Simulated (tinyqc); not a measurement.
CMOS latch-up, two-transistor model: one step of the calculation.

A parasitic pnp (emitter at Vdd, base shunted by Rw) and npn (emitter at ground, base shunted by Rs) feed each other: the npn collector current flows out of the pnp base node, the pnp collector current into the npn base node. Forward-active transistors with constant gains: Icn = Isn exp(Vn/Vt), Icp = Isp (exp(Vp/Vt) - 1). A current Ii is injected into the npn base node.

Task. Holding current and voltage. On state with both base-emitter voltages at Von: npn base current Ib = (Von/Rs + bp Von/Rw)/(bn bp - 1), holding current Ih = (bn + 1) Ib + Von/Rs, holding voltage Vh = Vsat + Von + R2 (Ib + Von/Rs).

Values chosen for this exercise; values close to those of bulk CMOS: current gain of the npn bn = 1.2; current gain of the pnp bp = 1.7; substrate resistance shunting the npn Rs = 63 ohm; well resistance shunting the pnp Rw = 630 ohm; resistance from the pnp collector to the npn base R2 = 80 ohm; base-emitter voltage in the on state Von = 0.71 V; saturation voltage Vsat = 0.16 V; supply voltage Vdd = 3.3 V.

Give: bn bp; Ib; Ih; Vh.

Result.

bn bp = 2.0400
Ib = 12.679 mA
Ih = 39.163 mA
Vh = 2.7859 V

Vh is below Vdd = 3.3 V, so the supply can sustain a latched state.

Computed by the program tinyqc: `OMP_NUM_THREADS=1 python tinyqc.py 2670010 2670011 out.jsonl`, one thread of a shared Intel Xeon 2.30GHz, about 0.04 s for the whole run.
